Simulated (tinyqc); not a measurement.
# Inputs raised by 2 %, one at a time

Model: microkinetic model of a Langmuir-Hinshelwood surface reaction A + (1/2) B2 = AB with Bronsted-Evans-Polanyi barriers. Computed by tinyqc, a small Python program. Command: `OMP_NUM_THREADS=1 python tinyqc.py 3022479 3022480 out.jsonl microkin sens`. One thread of a shared host (Intel(R) Xeon(R) Processor @ 2.30GHz), about 0.01 s of CPU time with the checks.

A adsorbs in equilibrium; B2 dissociates irreversibly on two free sites; adsorbed A and B react irreversibly and AB leaves at once. theta_A + theta_B + theta_* = 1.

Inputs (values chosen for the exercise, for a model catalyst):
```
quantity,value,unit
"adsorption energy of A, E_A",-0.732,eV
"adsorption energy per B atom, E_B",-0.635,eV
"entropy loss of A, S_A",1.9,meV/K
"entropy loss of B2, S_B",1.4,meV/K
slope a1 of the dissociation barrier,0.77,-
intercept b1,1.6,eV
slope a2 of the reaction barrier,0.46,-
intercept b2,0.28,eV
pressure p_A,0.41,bar
pressure p_B,0.24,bar
temperature T,525,K
```

Constants: k_B = 8.617333262e-05 eV/K; hbar = 6.582119569e-16 eV s.

Method. K_A = exp(-(E_A + T S_A)/(k_B T)) per bar; barriers E1 = max(b1 + a1 2 E_B, 0), E2 = b2 - a2 (E_A + E_B); k1 = (k_B T/h) exp(-S_B/k_B) exp(-E1/(k_B T)) per bar, k2 = (k_B T/h) exp(-E2/(k_B T)), h = 2 pi hbar. theta_A = K_A p_A theta_*; 2 k1 p_B theta_*^2 = k2 theta_A theta_B, so theta_B = w theta_* with w = 2 k1 p_B/(k2 K_A p_A); theta_* = 1/(1 + K_A p_A + w); rate r = k2 theta_A theta_B.

Runs:
```
input moved,from,to,rate r (1/s per site),theta_*,theta_A,theta_B
base run,-,-,0.47200,0.97871,0.0011344,0.020160
"adsorption energy of A, E_A (eV)",-0.732,-0.74664,0.47466,0.98145,0.0015722,0.016976
"adsorption energy per B atom, E_B (eV)",-0.635,-0.6477,0.70567,0.96407,0.0011174,0.034816
intercept b2 (eV),0.28,0.2856,0.46951,0.97611,0.0011313,0.022756
pressure p_A (bar),0.41,0.4182,0.47236,0.97907,0.0011575,0.019772
pressure p_B (bar),0.24,0.2448,0.48106,0.97831,0.0011339,0.020555
temperature T (K),525,535.5,0.62544,0.97482,0.0008227,0.024355
"entropy loss of A, S_A (meV/K)",1.9,1.938,0.46200,0.96828,0.0007221,0.031000
```

Exponents ln(y'/y) / ln(x'/x):
```
input,rate r,theta_*,theta_A,theta_B
"adsorption energy of A, E_A",0.283,0.142,16.483,-8.683
"adsorption energy per B atom, E_B",20.309,-0.761,-0.761,27.591
intercept b2,-0.268,-0.134,-0.134,6.117
pressure p_A,0.038,0.019,1.019,-0.981
pressure p_B,0.959,-0.020,-0.020,0.980
temperature T,14.214,-0.201,-16.222,9.545
"entropy loss of A, S_A",-1.082,-0.541,-22.809,21.727
```

To which inputs is each result most sensitive?

Among the inputs moved here: rate r answers most in size to adsorption energy per B atom, E_B (exponent +20.309), next to temperature T (+14.214). Its exponent +0.959 in pressure p_B: dissociation limits. theta_* answers most in size to adsorption energy per B atom, E_B (exponent -0.761), next to entropy loss of A, S_A (-0.541). theta_A answers most in size to entropy loss of A, S_A (exponent -22.809), next to adsorption energy of A, E_A (+16.483). Its exponent +1.019 in pressure p_A: Henry regime. theta_B answers most in size to adsorption energy per B atom, E_B (exponent +27.591), next to entropy loss of A, S_A (+21.727).
